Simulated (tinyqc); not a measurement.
Inversion-layer mobility, back-scattering and ballistic limit of a field-effect transistor: one step, computed by the program tinyqc. Command: `OMP_NUM_THREADS=1 python tinyqc.py 3022061 3022062 out.jsonl mos walk`. One thread of a shared host (Intel(R) Xeon(R) Processor @ 2.30GHz), about 0.01 s of CPU time with the checks.

The charge at the top of the source barrier is fixed by the gate; series resistance and short-channel effects are left out. F_j are Fermi integrals normalised to exp(eta) in the classical limit.

Task: Ballistic limit. F_j(eta) = (1/Gamma(j + 1)) int_0^infinity x^j/(1 + exp(x - eta)) dx, F_0 = ln(1 + exp(eta)). Integrals over x = E/(k_B T) use 160 Gauss-Legendre points in u = sqrt(x) from 0 to sqrt(max(eta, 0) + 32). Ballistic channel: N_2D = g_v m k_B T/(pi hbar^2), U = e V_D/(k_B T); eta_F solves N_inv = (N_2D/2)[F_0(eta_F) + F_0(eta_F - U)]; v_T = sqrt(2 k_B T/(pi m)); I/W = e (N_2D/2) v_T [F_1/2(eta_F) - F_1/2(eta_F - U)]; injection velocity v_T F_1/2(eta_F)/F_0(eta_F).

Inputs (values chosen for the exercise, modelled on a germanium p-channel):

| quantity | value | unit |
|---|---|---|
| transport mass m | 0.21 | m_0 |
| valley degeneracy g_v | 1 | - |
| drain voltage V_D | 0.37 | V |
| temperature T | 300 | K |

Statistics at the top of the barrier: Fermi-Dirac.

inversion density N_inv = 4.071077e+12 1/cm^2

Constants: m_0 = 9.1093837015e-31 kg; k_B = 1.380649e-23 J/K; hbar = 1.054571817e-34 J s; k_B = 8.617333262e-05 eV/K; e = 1.602176634e-19 C.

Give: N_2D; eta_F; thermal velocity v_T; injection velocity; ballistic current I/W.

Result:

N_2D = 2.268e+12 1/cm^2

eta_F = 3.562

thermal velocity v_T = 1.174 1e7 cm/s

injection velocity = 1.826 1e7 cm/s

ballistic current I/W = 1191 microampere/micrometre

Degeneracy raises the injection velocity by a factor 1.56.
